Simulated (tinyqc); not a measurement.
Inside a calculation: standing waves and exposure in a photoresist film. Values are carried at full precision from step to step, so a last printed digit may differ when a step is redone from the rounded ones.

Normal incidence from air. Unexposed resist: N1 = n1 + i k1 with k1 = (A + B) lam/(4 pi), lam in micrometres. r01 = (1 - N1)/(1 + N1), t01 = 2/(1 + N1). Substrate Ns = ns + i ks: r12 = (N1 - Ns)/(N1 + Ns). With p = exp(2 pi i N1 d/lam), the field at depth z is E(z) = t01 [exp(2 pi i N1 z/lam) + r12 p^2 exp(-2 pi i N1 z/lam)]/(1 + r01 r12 p^2), the relative intensity I(z) = n1 |E(z)|^2 and the reflectance R = |(r01 + r12 p^2)/(1 + r01 r12 p^2)|^2.

Parameters, chosen for this exercise (a resist on polySi, indices near tabulated ones; not measured data):
- lam = 248 nm (vacuum wavelength)
- n1 = 1.781 (resist index)
- A = 0.14 1/micrometre (bleachable absorption (Dill A))
- B = 1.15 1/micrometre (fixed absorption (Dill B))
- d = 372 nm (resist thickness)
- ns = 1.682 (substrate n)
- ks = 2.689 (substrate k)
- C = 0.037 cm^2/mJ (exposure rate (Dill C))
- D = 30 mJ/cm^2 (incident dose)
- Ld = 20 nm (diffusion length of the post-exposure bake)

## Interface coefficients

Form N1, r01, t01 and r12.

N1 = 1.78100+0.02546i
r01 = -0.2809-0.0066i
t01 = 0.7191-0.0066i
r12 = -0.3557-0.4903i
|r12|^2 = 0.3669

Next to the bottom the intensity swings by a factor ((1 + |r12|)/(1 - |r12|))^2 = 16.6 between antinode and node.

## Round trip and reflectance

Form p^2, the denominator and R; the period of the standing wave is lam/(2 n1).

p^2 = -0.3414+0.5162i
1 + r01 r12 p^2 = 0.8947+0.0021i
R = 0.0116
period = 69.62 nm

The film holds 5.34 periods.

## Intensity and exposure over the lowest period

Nine depths from d - period to d. Without bleaching during the exposure the share of unexposed compound is m = exp(-C D I).

Profile:

| z (nm) | I | m |
|---|---|---|
| 302.4 | 0.511 | 0.567 |
| 311.1 | 0.160 | 0.837 |
| 319.8 | 0.308 | 0.711 |
| 328.5 | 0.865 | 0.383 |
| 337.2 | 1.501 | 0.189 |
| 345.9 | 1.841 | 0.130 |
| 354.6 | 1.682 | 0.155 |
| 363.3 | 1.114 | 0.290 |
| 372.0 | 0.467 | 0.596 |

I runs from 0.160 to 1.841 on these points, so m runs from 0.130 to 0.837; the least exposed point listed lies 60.9 nm above the bottom.

## Smoothing by the bake

Gaussian diffusion of length Ld multiplies a cosine of period L by exp(-2 pi^2 Ld^2/L^2). Give that factor, and the Ld that leaves 10 %.

factor = 0.196
Ld for 10 % = 23.78 nm

## Checks

- R against the transfer-matrix product: both 0.011603.
- Absorption (A + B) d times the mean of I against 1 - R - T: both 0.548.

Computed by tinyqc, a small Python program: `OMP_NUM_THREADS=1 python tinyqc.py 1650186 1650187 out.jsonl` (the numbers bound the seed that draws the inputs); one thread of a shared host (Intel(R) Xeon(R) Processor @ 2.30GHz), about 0.01 s for the whole set of steps.
